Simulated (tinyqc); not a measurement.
Signal and retention of a DRAM cell: two steps of the calculation.

A stored one starts at Vd and leaks: Cs dV/dt = -I(V), I = a sqrt((V + Vb)/(Vd + Vb)) + b, with a = Ig exp[-(Eg1 q/kB)(1/T - 1/T0)] (generation in a depletion layer) and b = Is exp[-(Es q/kB)(1/T - 1/T0)]. The bit line is precharged to Vd/2, and charge sharing gives the signal (V - Vd/2) Cs/(Cs + Cb).

Inputs (values chosen for the exercise):

| symbol | value | unit | meaning |
|---|---|---|---|
| Vd | 1.4 | V | array voltage |
| Cs | 25 | fF | cell capacitance |
| Cb | 85 | fF | bit-line capacitance |
| dm | 48 | mV | smallest signal that the sense amplifier resolves |
| sg | 0.59 |  | deviation of ln(retention time) over the cells |
| Nc | 1.72e10 |  | cells |
| tr | 64 | ms | refresh interval |

Constants: q = 1.602176634e-19 C. Results are converted to the units shown.

Problem 1. Signal and margin. The cell fails below Vc = Vd/2 + dm (Cs + Cb)/Cs.

Give: transfer ratio; signal of a fresh one; Vc; charge that may be lost; the same in electrons.

Solution 1.

transfer ratio = 0.22727
signal of a fresh one = 159.09 mV
Vc = 0.91120 V
charge that may be lost = 12.220 fC
the same in electrons = 76271

Problem 2. Failing cells. This time is the median of a log-normal spread: failing cells = Nc erfc(z/sqrt 2)/2, z = ln(t/tr)/sg. One failure is expected at the interval where that count equals 1.

retention time = 1.6943646 s

Give: z; failing cells; interval for one failure.

Solution 2.

z = 5.553
failing cells = 241.7
interval for one failure = 37.83 ms

The weakest cell of the array lies about 6.44 deviations out, a factor of 44.8 below the median; the chosen interval is longer than that time.

Range of the model: Real arrays also hold a tail of unusually leaky cells and cells whose retention varies in time, which this model lacks.

Numbers from tinyqc (`OMP_NUM_THREADS=1 python tinyqc.py 2130010 2130011 out.jsonl`; about 0.01 s on one thread of a shared Intel Xeon 2.30GHz).
